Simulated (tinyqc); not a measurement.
What each parameter does: Gamma, L and X subbands of a thin body with non-parabolic valleys.

Hard walls, flat band, c = hbar^2/2m0, energies from the bulk Gamma edge. For a valley at angle theta to the normal 1/m_z = cos^2/ml + sin^2/mt and m_d = sqrt(ml mt^2/m_z). Subband n starts at E_v + e with e (1 + a e) = c (n pi/t)^2/m_z, and its density-of-states mass is taken as m_d (1 + 2 a e), without further growth at higher in-plane energy. Groups are named by valley and degeneracy.

n_i = g m/(2 pi c) kB T ln(1 + exp((EF - E_i)/kB T)), sum n_i = Ns (1e12/cm^2 = 1e-4/angstrom^2), c = hbar^2/2m0. Quantum capacitance Cq = 1602.176634 sum g m/(2 pi c) f_i in microfarad/cm^2 with f_i = 1/(1 + exp((E_i - EF)/kB T)); Cox = 34.5313/eot (one gate); C/Cox = Cq/(Cq + Cox), the centroid term left out.

Constants: hbar^2/2m0 = 3.80998211 eV angstrom^2; kB = 8.617333262e-05 eV/K.

Parameters, chosen for this exercise (near those of a thin GaAs channel; the results hold for these values, not for the real material): face = 100 (surface); mG = 0.0668 m0 (Gamma mass); aG = 0.57 1/eV (Gamma non-parabolicity); EL = 0.282 eV (L edge above Gamma); mL = (1.95, 0.073) m0 (L valleys (four, along <111>): ml, mt); EX = 0.434 eV (X edge above Gamma); mX = (1.335, 0.23) m0 (X valleys (three, along <100>): ml, mt); aS = 0.36 1/eV (non-parabolicity of L and X); Ns = 3.5 x 1e12/cm^2 (sheet density); T = 300 K (temperature); eot = 11 angstrom (equivalent oxide thickness); t = 48 angstrom (body thickness).

n = 1 to 8 of all groups.

One parameter was then changed.

Results before and after:
```
case     lowest edge (eV)  EF (eV)  Gamma share (%)  C/Cox
base                0.217    0.312             94.3  0.680
changed             0.217    0.312             94.3  0.635
```

Which of these changes was made? (a) t = 42 angstrom; (b) eot = 9 angstrom; (c) aG = 0.4 1/eV; (d) EL = 0.232 eV; (e) T = 250 K; (f) mG = 0.0768 m0; (g) Ns = 5.25 x 1e12/cm^2.

Answer: (b) eot = 9 angstrom. Of the candidates, run in turn, only this one gives the changed row.

All candidates:
```
case                   lowest edge (eV)  EF (eV)  Gamma share (%)  C/Cox
base                              0.217    0.312             94.3  0.680
t = 42 angstrom                   0.276    0.361             89.9  0.714
mG = 0.0768 m0                    0.192    0.279             98.4  0.671
aG = 0.4 1/eV                     0.224    0.321             91.8  0.688
EL = 0.232 eV                     0.217    0.297             80.4  0.752
Ns = 5.25 x 1e12/cm^2             0.217    0.346             85.6  0.763
eot = 9 angstrom                  0.217    0.312             94.3  0.635
T = 250 K                         0.217    0.315             97.7  0.660
```

(tinyqc, `OMP_NUM_THREADS=1 python tinyqc.py 1280334 1280335 out.jsonl`, Intel(R) Xeon(R) Processor @ 2.30GHz, 1 thread, shared host, about 0.06 s.)
